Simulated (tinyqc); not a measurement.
Deep-level transient spectroscopy (DLTS) of one majority-carrier trap. Changing the mean field F. Computed by tinyqc, a small Python program. Command: `OMP_NUM_THREADS=1 python tinyqc.py 3021803 3021804 out.jsonl dlts sweep`. One thread of a shared host (Intel(R) Xeon(R) Processor @ 2.30GHz), about 0.2 s of CPU time with the checks.

A filling pulse loads the traps in a one-sided junction; under reverse bias they empty at the rate e, and the capacitance relaxes as C(t) = C_0 - dC exp(-e t). The signal is S = [C(t_2) - C(t_1)]/dC.

Inputs (values chosen for the exercise, with mass and screening modelled on 4H-SiC):
```
quantity,value,unit
density-of-states mass m,0.376,m_0
valleys M,3,-
trap depth E_t,0.53,eV
cross-section sigma_0,4.5e-17,cm^2
degeneracy ratio g,1,-
gate time t_1,0.002,s
ratio t_2/t_1,2,-
temperature T,293,K
dielectric constant eps,9.79,-
```

Carriers: electrons. Extra term: Poole-Frenkel lowering.

Constants: k_B = 8.617333262e-05 eV/K; k_B = 1.380649e-23 J/K; m_0 = 9.1093837015e-31 kg; h = 6.62607015e-34 J s; e = 1.602176634e-19 C; eps_0 = 8.8541878128e-12 F/m.

Method:
- e = g sigma v N_b exp(-E/k_B T), v = sqrt(3 k_B T/m), N_b = 2 M (2 pi m k_B T/h^2)^(3/2), sigma = sigma_0, E = E_t - dE with the one-dimensional Poole-Frenkel lowering dE = sqrt(e^3 F/(pi eps eps_0)), F being held as an input apart from the bias (the centre is charged when empty).
- S(e) = exp(-e t_1) - exp(-e t_2) peaks at the rate window e_0 = ln(t_2/t_1)/(t_2 - t_1).
- T_p solves e(T) = e_0 (bisection between 15 and 1500 K); the half-height points solve S = S_max/2 on either side.
- t_1 is scaled by 0.1, 0.3, 1, 3, 10 and 30 at fixed t_2/t_1; each T_p by bisection.
- Least squares of ln(e_0/T_p^2) on 1/(k_B T_p): slope -E_a, intercept ln(gamma sigma_a) with gamma = v N_b/T^2 = sqrt(3 k_B/m) 2 M (2 pi m k_B/h^2)^(3/2). For comparison, the slope of ln e_0 alone.

One run for each value:
```
mean field F (V/cm),apparent depth E_a (eV),peak temperature T_p (K),emission rate e (1/s)
1000,0.52233,340.04,14.7
2300,0.51837,337.72,17.2
5100,0.51268,334.39,21.6
12000,0.50343,328.96,31.1
26000,0.49089,321.58,51.1
59000,0.47108,309.90,112.0
130000,0.44254,292.99,346.7
300000,0.39715,265.88,2093.4
```

What does the table show, and why?

Over the rows, apparent depth E_a (eV) falls from 0.522 to 0.397 (exponent d ln y / d ln x -0.0091 between the first rows and -0.13 between the last); peak temperature T_p (K) falls from 340 to 266 (exponent d ln y / d ln x -0.0082 between the first rows and -0.12 between the last); emission rate e (1/s) rises from 14.7 to 2090 (exponent d ln y / d ln x 0.19 between the first rows and 2.2 between the last). E_a is linear in sqrt(F), with slope -2.426e-04 eV per (V/cm)^(1/2) and intercept 0.530 eV, the zero-field depth: the mark of a centre that attracts the carrier it emits.

Extremes, crossings and ranges named in words are read from the listed rows.
